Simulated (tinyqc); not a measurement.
From one set of inputs to another, one input at a time: two-valley model of the transferred-electron effect. Computed by tinyqc, a small Python program. Command: `OMP_NUM_THREADS=1 python tinyqc.py 3025881 3025882 out.jsonl gunn ladder`. One thread of a shared host (Intel(R) Xeon(R) Processor @ 2.30GHz), about 0.01 s of CPU time with the checks.

Both kinds of valley share one electron temperature T_e, and each has a constant mobility.

The inputs printed are set A. Set A is modelled on InP; the values taken over come from a set modelled on GaAs. Inputs not listed in the table keep their values of set A, so the rows need not describe a real material.

Inputs (values chosen for the exercise, modelled on InP):
```
quantity                       value        unit
central-valley mass m1         0.076         m_0
satellite-valley mass m2        0.25         m_0
satellite valleys Z                4           -
valley separation dE            0.55          eV
central-valley mobility mu1     4200  cm^2/(V s)
satellite-valley mobility mu2    160  cm^2/(V s)
energy relaxation time tau_E     0.5          ps
lattice temperature T            150           K
electric field F                  14       kV/cm
iteration cap                    600           -
```

Solver: bisection.

Constants: k_B = 8.617333262e-05 eV/K.

Method:
- Density-of-states ratio R = Z (m2/m1)^(3/2); n2/n1 = R exp(-dE/(k_B T_e)); mean mobility mu = (mu1 + mu2 n2/n1)/(1 + n2/n1); energy balance e mu F^2 = (3/2) k_B (T_e - T)/tau_E; v = mu F.
- Bisection on h(T_e) = T_out(T_e) - T_e between T and T_out(T), with T_out = T + (2/3) e mu(T_e) F^2 tau_E/k_B; stop when the bracket is below 1e-6 K.
- Using T_e as the parameter, F(T_e) = sqrt(3 k_B (T_e - T)/(2 e mu tau_E)) and v = mu F; find the first maximum and the next minimum of v, and the most negative dv/dF between them.

Each row keeps all changes above it:
```
input moved                                  from     to  threshold field (kV/cm)  peak velocity (1e7 cm/s)  electron temperature T_e (K)
set A                                           -      -                    10.94                     3.333                          1919
central-valley mobility mu1 (cm^2/(V s))     4200   7600                     8.05                     4.469                          2393
satellite-valley mobility mu2 (cm^2/(V s))    160    200                     8.08                     4.474                          2401
central-valley mass m1 (m_0)                0.076  0.068                     7.76                     4.377                          2314
lattice temperature T (K)                     150    100                     7.77                     4.460                          2294
energy relaxation time tau_E (ps)             0.5    1.2                     5.02                     2.879                          3220
satellite-valley mass m2 (m_0)               0.25   0.21                     5.33                     2.976                          3479
electric field F (kV/cm)                       14    1.8                     5.33                     2.976                           329
```

Which inputs carry the difference?

Threshold field goes from 10.9 to 5.33, a factor 0.487 in all. The largest single move comes from energy relaxation time tau_E (a factor 0.645), and satellite-valley mass m2 works against it (a factor 1.06). Peak velocity goes from 3.33 to 2.98, a factor 0.893 in all. The largest single move comes from energy relaxation time tau_E (a factor 0.645), and central-valley mobility mu1 works against it (a factor 1.34). Electron temperature T_e goes from 1920 to 329, a factor 0.171 in all. The largest single move comes from electric field F (a factor 0.0945), and energy relaxation time tau_E works against it (a factor 1.40). The single moves hold for this order of the switches; the total does not depend on the order.

Extremes, crossings and ranges named in words are read from the listed rows.
